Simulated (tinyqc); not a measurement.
From gap narrowing back to donor density N_D: heavy doping: band filling, gap narrowing, band tails and the effective intrinsic density. Computed by tinyqc, a small Python program. Command: `OMP_NUM_THREADS=1 python tinyqc.py 3022153 3022154 out.jsonl gapnarrow inv`. One thread of a shared host (Intel(R) Xeon(R) Processor @ 2.30GHz), about 0.09 s of CPU time with the checks.

An n-type crystal above its Mott density, with all dopants ionised: n = N_D - N_A, ionised centres N_I = N_D + N_A. Valleys are taken as spherical with mass m_e.

Inputs (values chosen for the exercise, for a model semiconductor):

| quantity | value | unit |
|---|---|---|
| gap E_g | 1.37 | eV |
| electron mass m_e | 0.118 | m_0 |
| valleys M_c | 1 | - |
| dielectric constant eps | 9.86 | - |
| compensation ratio N_A/N_D | 0 | - |
| temperature T | 300 | K |

Conduction band: parabolic.

Constants: a_0 = 0.529177210903 angstrom; Ry = 13.605693123 eV; k_B = 8.617333262e-05 eV/K; hbar^2/(2 m_0) = 3.80998212 eV angstrom^2; e = 1.602176634e-19 C; eps_0 = 8.8541878128e-12 F/m; e^2/(4 pi eps_0) = 14.39964548 eV angstrom.

Method:
- n = N_D (1 - ratio); Ry* = Ry m_e/eps^2, a* = a_0 eps/m_e; r_s = (3/(4 pi n))^(1/3)/a*; k_F = (3 pi^2 n/M_c)^(1/3); Mott density (0.26/a*)^3.
- n = M_c (1/(2 pi^2)) (m_e/(hbar^2/2m_0))^(3/2) int sqrt(E) f dE, f = 1/(1 + exp((E - E_F)/k_B T)); trapezoid rule in t = sqrt(E/k_B T), step 0.02 up to 12; E_F by bisection from the band edge.
- At T = 0, E_F = (hbar^2/2m_0) k_F^2/m_e; dn/dE_F uses f (1 - f)/k_B T in place of f.
- Screening: q^2 = (e/(eps eps_0)) dn/dE_F. Exchange lowers the conduction band by (1/pi) k_F e^2/(4 pi eps_0 eps) (T = 0 Hartree-Fock at k_F, taken as a rigid shift). Screening raises the valence band by (q/2) e^2/(4 pi eps_0 eps) (static Coulomb hole). The narrowing is the sum; electron correlation and carrier-ion shifts are left out. Root-mean-square potential of randomly placed ions: V_rms = (e^2/(4 pi eps_0 eps)) sqrt(2 pi N_I/q).

Task: A run gave the result below. Find the donor density N_D, known to lie between 1.2e+19 and 2e+19 cm^-3.

gap narrowing = 70.76972 meV

Result:

Each step takes the trial c = (a f_b - b f_a)/(f_b - f_a), f being the result less the target and a, b, c the logarithms of the listed values; c replaces end b, the old b replaces a if the sign of f changed, and otherwise f_a is halved.

Scan of the range:

| donor density N_D (cm^-3) | gap narrowing (meV) |
|---|---|
| 1.20e+19 | 65.5099 |
| 1.31e+19 | 67.0150 |
| 1.42e+19 | 68.4262 |
| 1.55e+19 | 69.9906 |
| 1.69e+19 | 71.5683 |
| 1.84e+19 | 73.1535 |
| 2.00e+19 | 74.7416 |

False position (Illinois rule, in the logarithm of the input) inside the bracket:

| step | end a | end b | trial | gap narrowing (meV) |
|---|---|---|---|---|
| 1 | 1.55000e+19 | 1.69000e+19 | 1.61762e+19 | 70.7655 |
| 2 | 1.69000e+19 | 1.61762e+19 | 1.61800e+19 | 70.7697 |
| 3 | 1.69000e+19 | 1.61800e+19 | 1.61800e+19 | 70.7697 |
| 4 | 1.61800e+19 | 1.61800e+19 | 1.61800e+19 | 70.7697 |

gap narrowing rises at every point of a 13-point scan of the range (every second point is shown), so one value fits; it is bracketed by 1.55e19 and 1.69e19. Answer: donor density N_D = 1.618e19 cm^-3.

Caution: the screening length is well below a*, where static Thomas-Fermi screening overstates the Coulomb hole. Caution: E_F exceeds a tenth of the gap, so the parabolic band overstates it, by tens of per cent once E_F nears E_g; higher valleys may fill as well.
